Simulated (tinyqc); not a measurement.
Three-phonon processes in a diatomic chain: dispersion, energy and momentum conservation, and decay channels of optical phonons: one step, computed by the program tinyqc.

Cell length a, two atoms, one spring constant. x = q a/pi runs from -1 to 1; A and O are the acoustic and optical branches. Matrix elements are not computed: only conservation laws and occupation factors are followed.

Problem. Band edges. omega^2 = k (1/m + 1/M) -/+ k sqrt((1/m + 1/M)^2 - 4 sin^2(pi x/2)/(m M)); nu = 15.6333042 THz x sqrt(omega^2) for eV/(angstrom^2 u). Acoustic top sqrt(2 k/M), optical bottom sqrt(2 k/m), optical top sqrt(2 k (1/m + 1/M)).

Inputs (values chosen for the exercise, for a model chain): light mass m = 28.1 u; heavy mass M = 167 u; spring constant k = 12 eV/angstrom^2.

Constants: nu for 1 eV/(angstrom^2 u) = 15.6333042 THz.

Give: acoustic top; optical bottom; optical top; optical top over twice the acoustic top; optical bottom over twice the acoustic top; optical width over acoustic top.

Solution.

acoustic top = 5.9265 THz

optical bottom = 14.448 THz

optical top = 15.616 THz

optical top over twice the acoustic top = 1.3175

optical bottom over twice the acoustic top = 1.2189

optical width over acoustic top = 0.19713

The zone-centre optical phonon lies above twice the acoustic top (M/m > 3), so its decay into two acoustic phonons is forbidden; at M/m > 4 energy alone forbids it for every optical phonon.
